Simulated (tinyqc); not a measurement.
From a target level to the width: type-II superlattice in the two-band Kane model. Five cases, with inputs chosen for the exercise.

Problem. Which width a puts the bottom of C1 at the energy below?

Motion along the axis, period d = a + b, c = hbar^2/2m0. Conduction and light-hole bands couple: (E - Ec)(E - Ev) = Ep c k^2 in each layer, with mass m(E) = (E - Ev)/Ep, which may be negative. The conduction envelope psi and psi'/m(E) are continuous; a layer carries them by [[cos kt, (m/k) sin kt], [-(k/m) sin kt, cos kt]] (cosh and sinh for k^2 < 0), and cos(q d) = tr(M_B M_A)/2. C1 is the first miniband above EvB, with its bottom at tr/2 = +1 and its top at -1; the gap is the bottom of C1 less the top heavy-hole level HH1.

Constants: hbar^2/2m0 = 3.80998211 eV angstrom^2.

Find: k in A; kappa in B; a.

Method. At q = 0 the state is even in both layers: (k/m_A) tan(k a/2) = (kappa/m_B) tanh(kappa b/2) with the masses at that energy; the first branch of the arctangent gives a.

Case 1.

Values chosen (near those of an InAs/GaSb superlattice; shifted at random, so the results belong to these values and not to a real crystal): b = 47 angstrom (layer B); EcA = 0 eV (conduction edge of A); EvA = -0.421 eV (valence edge of A); EcB = 0.969 eV (conduction edge of B); EvB = 0.171 eV (valence edge of B); EpA = 14.3 eV (coupling energy in A); EpB = 17.7 eV (coupling energy in B).

bottom of C1 = 0.217003 eV

Solution.

k in A = 0.05041 1/angstrom
kappa in B = 0.02265 1/angstrom
a = 52.0 angstrom

Case 2.

Values chosen (near those of an InAs/GaSb superlattice; shifted at random, so the results belong to these values and not to a real crystal): b = 52 angstrom (layer B); EcA = 0 eV (conduction edge of A); EvA = -0.419 eV (valence edge of A); EcB = 0.949 eV (conduction edge of B); EvB = 0.142 eV (valence edge of B); EpA = 14.1 eV (coupling energy in A); EpB = 18 eV (coupling energy in B).

bottom of C1 = 0.303264 eV

Solution.

k in A = 0.06385 1/angstrom
kappa in B = 0.03897 1/angstrom
a = 38.0 angstrom

Case 3.

Values chosen (near those of an InAs/GaSb superlattice; shifted at random, so the results belong to these values and not to a real crystal): b = 31 angstrom (layer B); EcA = 0 eV (conduction edge of A); EvA = -0.412 eV (valence edge of A); EcB = 0.925 eV (conduction edge of B); EvB = 0.124 eV (valence edge of B); EpA = 14.5 eV (coupling energy in A); EpB = 18.3 eV (coupling energy in B).

bottom of C1 = 0.327279 eV

Solution.

k in A = 0.06618 1/angstrom
kappa in B = 0.04175 1/angstrom
a = 31.0 angstrom

Case 4.

Values chosen (near those of an InAs/GaSb superlattice; shifted at random, so the results belong to these values and not to a real crystal): b = 20 angstrom (layer B); EcA = 0 eV (conduction edge of A); EvA = -0.419 eV (valence edge of A); EcB = 0.988 eV (conduction edge of B); EvB = 0.172 eV (valence edge of B); EpA = 14.1 eV (coupling energy in A); EpB = 17.7 eV (coupling energy in B).

bottom of C1 = 0.252054 eV

Solution.

k in A = 0.05611 1/angstrom
kappa in B = 0.02956 1/angstrom
a = 36.0 angstrom

Case 5.

Values chosen (near those of an InAs/GaSb superlattice; shifted at random, so the results belong to these values and not to a real crystal): b = 26 angstrom (layer B); EcA = 0 eV (conduction edge of A); EvA = -0.421 eV (valence edge of A); EcB = 0.905 eV (conduction edge of B); EvB = 0.102 eV (valence edge of B); EpA = 14.5 eV (coupling energy in A); EpB = 18.1 eV (coupling energy in B).

bottom of C1 = 0.191793 eV

Solution.

k in A = 0.04612 1/angstrom
kappa in B = 0.03047 1/angstrom
a = 49.0 angstrom

Computed by tinyqc, one run a case: `OMP_NUM_THREADS=1 python tinyqc.py N N+1 out.jsonl` with N = 1282023, 1282120, 1282321, 1282337, 1282353; one thread of a shared Intel(R) Xeon(R) Processor @ 2.30GHz, about 0.08 s a run at most.
